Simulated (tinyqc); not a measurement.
Gated two-dimensional channel with two bands, quantum capacitance: one step of the calculation.

phi is the Fermi level above the lowest band edge, in volts; Vg is counted from the gate voltage at which an empty channel would have phi = 0. The channel has no thickness; trap charge is -q Dit phi.

Question. Charge and capacitances at the solution. D1 = gv md m0 q/(pi hbar^2), D2 = g2 m2 m0 q/(pi hbar^2) per eV; n1 = D1 Vt ln(1 + exp(phi/Vt)), n2 = D2 Vt ln(1 + exp((phi - E2)/Vt)), n = n1 + n2; Cq = q dn/dphi = q [D1/(1 + exp(-phi/Vt)) + D2/(1 + exp((E2 - phi)/Vt))]. 1/C_G = 1/Cox + 1/(Cq + q Dit); dphi/dVg = Cox/(Cox + Cq + q Dit).

Parameters, values chosen for the exercise; lowest band close to that of monolayer WSe2: temperature T = 400 K; in-plane mass md = 0.338 m0; valley degeneracy gv = 2; in-plane mass of a second band, chosen freely m2 = 0.65 m0; valley degeneracy of that band, chosen freely g2 = 4; second band edge above the first E2 = 0.18 eV; density of traps Dit = 0 cm^-2 eV^-1.

Constants: q = 1.602176634e-19 C, kB = 1.380649e-23 J/K, hbar = 1.054571817e-34 J s, m0 = 9.1093837015e-31 kg, Vt = kB T/q. Results are converted to the units shown.

converged phi = -0.065821830 V
Cox = 1.3281282 uF/cm^2

Find: n; Cq; C_G; dphi/dVg.

Answer.

n = 1.375e12 cm^-2
Cq = 5.977 uF/cm^2
C_G = 1.087 uF/cm^2
dphi/dVg = 0.1818

Cq is 4.50 times Cox, so C_G is 81.8 % of Cox.

tinyqc, about 0.01 s, one thread, Intel Xeon 2.30GHz (shared host): `OMP_NUM_THREADS=1 python tinyqc.py 2200045 2200046 out.jsonl`
